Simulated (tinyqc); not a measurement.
Hueckel theory of the pi electrons, for the molecule BC1=C(N)C(=C)C=C1 (SMILES; centres numbered as the heavy atoms are written), step by step. Computed by tinyqc, a small Python program that keeps every step. Settings: charge = 0. Command: `OMP_NUM_THREADS=1 python tinyqc.py 31521 31522 out.jsonl` (the two numbers bound the seeds that draw the settings). One thread of a shared host (Intel(R) Xeon(R) Processor @ 2.60GHz), about 0.01 s of CPU time with the checks.

## The Hueckel matrix

Centres:
```
centre  z_r, pi electrons of the neutral centre        h
1B                                            0  -1.0000
2C                                            1   0.0000
3C                                            1   0.0000
4N                                            2   1.5000
5C                                            1   0.0000
6C                                            1   0.0000
7C                                            1   0.0000
8C                                            1   0.0000
```

Bonds:
```
i  j       k
1  2  0.7000
2  3       1
3  4  0.8000
3  5       1
5  6       1
5  7       1
7  8       1
8  2       1
```

H_rr = alpha + h_r beta, H_rs = k_rs beta for bonded centres.

Hueckel matrix in units of beta (H = alpha + beta A):
```
         1B      2C      3C      4N      5C      6C      7C      8C
1B  -1.0000  0.7000  0.0000  0.0000  0.0000  0.0000  0.0000  0.0000
2C   0.7000  0.0000  1.0000  0.0000  0.0000  0.0000  0.0000  1.0000
3C   0.0000  1.0000  0.0000  0.8000  1.0000  0.0000  0.0000  0.0000
4N   0.0000  0.0000  0.8000  1.5000  0.0000  0.0000  0.0000  0.0000
5C   0.0000  0.0000  1.0000  0.0000  0.0000  1.0000  1.0000  0.0000
6C   0.0000  0.0000  0.0000  0.0000  1.0000  0.0000  0.0000  0.0000
7C   0.0000  0.0000  0.0000  0.0000  1.0000  0.0000  0.0000  1.0000
8C   0.0000  1.0000  0.0000  0.0000  0.0000  0.0000  1.0000  0.0000
```

## Orbitals

pi electrons, sum of z_r less the charge = 8

Diagonalise; E = alpha + x beta with beta < 0, so the largest x are filled first; degenerate levels share their electrons. P = sum n_i c_ri c_si; each orbital has its largest coefficient positive (the first on a tie).

x values: 2.3313  1.6115  1.0648  0.4874  -0.2780  -0.9397  -1.8105  -1.9669

occupations: 2.0000  2.0000  2.0000  2.0000  0.0000  0.0000  0.0000  0.0000

coefficients:
```
       MO1      MO2      MO3      MO4      MO5      MO6      MO7      MO8
1B  0.0754  -0.0437   0.1809  -0.1850   0.1638   0.8199  -0.3255   0.3471
2C  0.3590  -0.1630   0.5335  -0.3931   0.1690   0.0706   0.3769  -0.4794
3C  0.5003   0.1071   0.0092  -0.4320  -0.4343  -0.2667   0.0364   0.5390
4N  0.4814   0.7682  -0.0169   0.3413   0.1954   0.0875  -0.0088  -0.1244
5C  0.4222  -0.2790  -0.5103  -0.0904  -0.2046   0.1101  -0.4357  -0.4812
6C  0.1811  -0.1731  -0.4792  -0.1855   0.7360  -0.1171   0.2407   0.2447
7C  0.3029  -0.3836  -0.0732   0.5734  -0.2448   0.2804   0.5118   0.1628
8C  0.2839  -0.3391   0.4323   0.3699   0.2726  -0.3736  -0.4908   0.1609
```

charge and bond-order matrix P:
```
         1B       2C       3C       4N       5C       6C       7C       8C
1B   0.1491   0.4069   0.2293  -0.1269  -0.0631  -0.0623  -0.1595   0.0920
2C   0.4069   1.1893   0.6737  -0.1910  -0.0793  -0.1791  -0.1865   0.4848
3C   0.2293   0.6737   0.8969   0.3511   0.4314   0.2956  -0.2758  -0.1002
4N  -0.1269  -0.1910   0.3511   1.8772  -0.0666  -0.2021   0.0961  -0.0098
5C  -0.0631  -0.0793   0.4314  -0.0666   1.0492   0.7721   0.4408  -0.0791
6C  -0.0623  -0.1791   0.2956  -0.2021   0.7721   0.6537   0.1000  -0.3313
7C  -0.1595  -0.1865  -0.2758   0.0961   0.4408   0.1000   1.1460   0.7930
8C   0.0920   0.4848  -0.1002  -0.0098  -0.0791  -0.3313   0.7930   1.0386
```

## Energy, charges, bond orders

E = sum n x; q_r = z_r - P_rr; bond order p = P_rs; free valence = sqrt(3) - sum of p over the bonds of the atom.

pi energy = 8 alpha + this times beta = 10.9900

pi charges: 1B -0.1491, 2C -0.1893, 3C 0.1031, 4N 0.1228, 5C -0.0492, 6C 0.3463, 7C -0.1460, 8C -0.0386

Bond orders and lengths from R = 1.517 - 0.180 p (angstrom, C-C alone):
```
bond       p       R
1-2   0.4069       -
2-3   0.6737  1.3957
3-4   0.3511       -
3-5   0.4314  1.4393
5-6   0.7721  1.3780
5-7   0.4408  1.4377
7-8   0.7930  1.3743
8-2   0.4848  1.4297
```

free valence of the carbons: 2C 0.1666, 3C 0.2758, 5C 0.0877, 6C 0.9599, 7C 0.4982, 8C 0.4542

gap between the highest filled and the next level = 0.7654 |beta|
